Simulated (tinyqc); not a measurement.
# Carrier lifetime from Shockley-Read-Hall, radiative, Auger and surface recombination, step by step

A worked calculation. Computed by tinyqc, a small Python program that keeps every step. Command: `OMP_NUM_THREADS=1 python tinyqc.py 3017348 3017349 out.jsonl lifetime walk`. One thread of a shared host (Intel(R) Xeon(R) Processor @ 2.30GHz), about 0.02 s of CPU time with the checks. Intermediate numbers are printed to about 6 digits and carried at full precision; extremes and crossings named in words are read from the listed rows.

Energies are counted from the top of the valence band. Boltzmann statistics, full ionisation, and equal excess densities of electrons and holes.

Inputs (values chosen for the exercise, with bands modelled on GaN):

| quantity | value | unit |
|---|---|---|
| gap E_g | 3.41 | eV |
| electron mass m_e | 0.208 | m_0 |
| valleys M_c | 1 | - |
| hole mass m_h | 1.38 | m_0 |
| temperature T | 350 | K |
| doping N | 3.9e+14 | cm^-3 |
| trap level E_t | 1.08 | eV |
| trap density N_t | 5.2e+13 | cm^-3 |
| electron cross-section sigma_n | 6.5e-17 | cm^2 |
| hole cross-section sigma_p | 4.9e-16 | cm^2 |
| radiative coefficient B | 6.8e-10 | cm^3/s |
| Auger coefficient C_n | 2.2e-30 | cm^6/s |
| Auger coefficient C_p | 9.9e-31 | cm^6/s |
| excess density dn | 2e+12 | cm^-3 |
| generation rate G | 2.5e+21 | cm^-3 s^-1 |
| diffusion coefficient D | 7.9 | cm^2/s |
| surface velocity S | 1800 | cm/s |
| thickness W | 2.4 | micrometre |

Doping: n-type. Surface term: two equal surfaces.

Constants: m_0 = 9.1093837015e-31 kg; k_B = 1.380649e-23 J/K; h = 6.62607015e-34 J s; k_B = 8.617333262e-05 eV/K.

## Equilibrium densities

N_c = 2 M_c (2 pi m_e k_B T/h^2)^(3/2) and N_v = 2 (2 pi m_h k_B T/h^2)^(3/2), masses in units of m_0. n_i = sqrt(N_c N_v) exp(-E_g/2 k_B T); majority density N/2 + sqrt(N^2/4 + n_i^2), minority density n_i^2 over it.

N_c = 2.99976e+18 cm^-3

N_v = 5.12638e+19 cm^-3

n_i = 3.48762e-06 cm^-3

n_0 = 3.90e+14 cm^-3

p_0 = 3.11885e-26 cm^-3

## Capture times and SRH densities

v = sqrt(3 k_B T/m) with m_e or m_h; tau_n0 = 1/(sigma_n v_n N_t), tau_p0 = 1/(sigma_p v_p N_t); n1 = N_c exp(-(E_g - E_t)/k_B T), p1 = N_v exp(-E_t/k_B T).

v_n = 2.76605e+07 cm/s

v_p = 1.07387e+07 cm/s

tau_n0 = 1.06960e-05 s

tau_p0 = 3.65467e-06 s

n1 = 8.44430e-16 cm^-3

p1 = 14404.4 cm^-3

n1 and p1 are both far below the doping: the level acts as a deep recombination centre. Caution: the trap density is not small against the doping, so trapped charge breaks the equality of the excess densities.

## Surface lifetime

The slowest diffusion mode has x tan x = S W/(2 D) with 0 < x < pi/2 (bisection), and tau_s = W^2/(4 x^2 D). The common approximation is W/(2 S) + W^2/(pi^2 D).

x = 0.164604

tau_s = 6.72754e-08 s

approximate tau_s = 6.74054e-08 s

The approximation is off by 0.19 %. Recombination at the surfaces limits: tau_s is close to W/2S.

## Lifetimes at the given injection

With n = n_0 + dn, p = p_0 + dn and U/dn = 1/tau: (n p - n_i^2)/dn = n_0 + p_0 + dn = s; 1/tau_SRH = s/[tau_p0 (n + n1) + tau_n0 (p + p1)]; 1/tau_rad = B s; 1/tau_Aug = (C_n n + C_p p) s; the rates add, with 1/tau_s. Radiative efficiency = tau_eff/tau_rad; effective diffusion length = sqrt(D tau_eff).

tau_SRH at dn = 3.70924e-06 s

tau_rad at dn = 3.75150e-06 s

tau_Aug at dn = 2.95127 s

effective lifetime at dn = 6.49332e-08 s

radiative efficiency at dn = 0.0173086

effective diffusion length at dn = 7.16221 micrometre

Surface recombination carries 97 % of the rate; dn/N = 0.0051 is low injection.

## Steady state under generation

dn solves dn/tau_eff(dn) = G (60 bisections in ln dn between 1e-2 and 1e22 cm^-3); the splitting of the quasi-Fermi levels is k_B T ln(n p/n_i^2).

steady excess density = 1.62475e+14 cm^-3

lifetime in the steady state = 6.49898e-08 s

quasi-Fermi splitting under G = 2.76874 eV

The splitting, an upper bound for e V_oc, is 81 % of the gap.

## Lifetime against injection

Rows stop below half the smaller effective density of states.

Lifetimes (s):

| dn (cm^-3) | SRH | radiative | Auger | effective | radiative efficiency | fastest channel |
|---|---|---|---|---|---|---|
| 1.00e+10 | 3.65495e-06 | 3.77064e-06 | 2.98828e+00 | 6.49220e-08 | 0.017218 | surface |
| 1.00e+11 | 3.65741e-06 | 3.76977e-06 | 2.98659e+00 | 6.49226e-08 | 0.017222 | surface |
| 1.00e+12 | 3.68203e-06 | 3.76110e-06 | 2.96978e+00 | 6.49277e-08 | 0.017263 | surface |
| 1.00e+13 | 3.92207e-06 | 3.67647e-06 | 2.80930e+00 | 6.49720e-08 | 0.017672 | surface |
| 1.00e+14 | 5.83754e-06 | 3.00120e-06 | 1.73391e+00 | 6.50669e-08 | 0.021680 | surface |
| 1.00e+15 | 1.13497e-05 | 1.05798e-06 | 1.77723e-01 | 6.29026e-08 | 0.059456 | surface |
| 1.00e+16 | 1.39492e-05 | 1.41539e-07 | 2.93810e-03 | 4.54514e-08 | 0.321123 | surface |
| 1.00e+17 | 1.43092e-05 | 1.46488e-08 | 3.11424e-05 | 1.20147e-08 | 0.820185 | radiative |
| 1.00e+18 | 1.43465e-05 | 1.47001e-09 | 3.13273e-07 | 1.43186e-09 | 0.974046 | radiative |

tau_SRH goes from 3.65e-6 s at low injection (the minority capture time, 3.65e-6 s) to 1.43e-5 s in the last row; at high injection it tends to tau_n0 + tau_p0 = 1.44e-5 s. Ruling channel by row: surface from 1e10, radiative from 1e17 cm^-3.

## Where in the gap a trap does harm

Low injection: tau = [tau_p0 (n_0 + n1) + tau_n0 (p_0 + p1)]/(n_0 + p_0). Depleted region (n = p = 0): generation lifetime tau_g = (tau_p0 n1 + tau_n0 p1)/n_i. n1 = N_c exp(-(E_g - E_t)/k_B T), p1 = N_v exp(-E_t/k_B T).

The same trap at other energies:

| E_t (eV) | SRH lifetime (s) | generation lifetime (s) |
|---|---|---|
| 0.205 | 1.57438e-03 | 1.75644e+17 |
| 0.511 | 3.71632e-06 | 6.89332e+12 |
| 0.852 | 3.65467e-06 | 8.47704e+07 |
| 1.194 | 3.65467e-06 | 1.00847e+03 |
| 1.535 | 3.65467e-06 | 1.24016e-02 |
| 1.705 | 3.65467e-06 | 4.51006e-05 |
| 1.876 | 3.65467e-06 | 2.56470e-04 |
| 2.217 | 3.65467e-06 | 2.08431e+01 |
| 2.558 | 3.65467e-06 | 1.69491e+06 |
| 2.898 | 3.65586e-06 | 1.33331e+11 |
| 3.205 | 3.50598e-05 | 3.51185e+15 |

The SRH lifetime (other channels left aside) stays within 10 % of its least value, among these rows, from E_t = 0.511 to 2.898 eV. The generation lifetime has a sharp minimum, among these rows at 1.705 eV and exactly at 1.764 eV, where tau_p0 n1 = tau_n0 p1, since generation needs two thermal jumps and the larger one rules.

Checks made by the program: n1 p1 = n_i^2 (relative difference below 1e-10); x tan x at the root (relative difference below 1e-10).
